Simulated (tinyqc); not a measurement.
Photoconductance decay in a wafer: bulk and surface recombination modes, and iron detection by pair splitting: one step, computed by the program tinyqc. Command: `OMP_NUM_THREADS=1 python tinyqc.py 3111588 3111589 out.jsonl pcd walk`. One thread of a shared host (Intel(R) Xeon(R) Processor @ 2.30GHz), about 0.01 s of CPU time with the checks.

Both faces of the wafer have the same S; injection is low and all coefficients are constant. x runs from -W/2 to W/2.

Question. Effective lifetime. Even modes cos(a x) obey b tan b = S W/(2 D) with b = a W/2, odd modes sin(a x) obey -b cot b = S W/(2 D); each decays at the rate 1/tau_b + D a^2. tau_eff is the decay time of the first mode. The surface time is 1/(D a^2) of that mode; shortcuts for it are W/(2 S), W^2/(pi^2 D) and their sum, whose error is sum/surface time - 1.

Inputs (values chosen for the exercise, modelled on p-type silicon): thickness W = 775 micrometre; diffusivity D = 28.6 cm^2/s; bulk lifetime tau_b without iron = 76 microsecond; surface recombination velocity S = 7400 cm/s.

Give: tau_eff; surface time; W/(2 S); W^2/(pi^2 D); error of the sum; tau_eff/tau_b.

Answer.

tau_eff = 19.21 microsecond

surface time = 25.70 microsecond

W/(2 S) = 5.236 microsecond

W^2/(pi^2 D) = 21.28 microsecond

error of the sum = 3.157 %

tau_eff/tau_b = 0.2527

The surfaces are fast, and diffusion to them sets the surface time. tau_eff is only 0.25 of tau_b, so it understates the bulk lifetime.
